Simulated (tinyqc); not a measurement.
Worked calculation: ROHF in the sto-3g basis, for H4+, spin multiplicity 2. One step of it, computed by the program tinyqc.

Problem. Iteration 3 (converged): orbitals. Diagonalise F' = X^T F X, C = X C', fill 2 alpha and 1 beta electrons from the bottom; D(s) = C_occ C_occ^T. Each column has its largest component positive (the first on a tie).

effective F (hartree), lower triangle:
```
           1H 1s      2H 1s      3H 1s      4H 1s
1H 1s  -0.494931
2H 1s  -0.456965  -0.494931
3H 1s  -0.206660  -0.149861  -0.494931
4H 1s  -0.149861  -0.206660  -0.456965  -0.494931
```

X, lower triangle:
```
           1H 1s      2H 1s      3H 1s     4H 1s
1H 1s   1.060311
2H 1s  -0.190078   1.060311
3H 1s  -0.076956  -0.001888   1.060311
4H 1s  -0.001888  -0.076956  -0.190078  1.060311
```

Give: F' = X^T F X; orbital energies; coefficients C; D(alpha) after iteration 3; D(beta) after iteration 3.

Solution.

F' = X^T F X (hartree), lower triangle:
```
         1        2        3        4
1  -0.3634
2  -0.3145  -0.3634
3  -0.1118  -0.0298  -0.3634
4  -0.0298  -0.1118  -0.3145  -0.3634
```

orbital energies (hartree): MO1 -0.8195, MO2 -0.5363, MO3 -0.1309, MO4 0.0331

coefficients C:
```
          MO1      MO2      MO3      MO4
1H 1s  0.3957   0.4745   0.5877   0.6627
2H 1s  0.3957   0.4745  -0.5877  -0.6627
3H 1s  0.3957  -0.4745   0.5877  -0.6627
4H 1s  0.3957  -0.4745  -0.5877   0.6627
```

D(alpha) after iteration 3, lower triangle:
```
         1H 1s    2H 1s   3H 1s   4H 1s
1H 1s   0.3818
2H 1s   0.3818   0.3818
3H 1s  -0.0686  -0.0686  0.3818
4H 1s  -0.0686  -0.0686  0.3818  0.3818
```

D(beta) after iteration 3, lower triangle:
```
        1H 1s   2H 1s   3H 1s   4H 1s
1H 1s  0.1566
2H 1s  0.1566  0.1566
3H 1s  0.1566  0.1566  0.1566
4H 1s  0.1566  0.1566  0.1566  0.1566
```
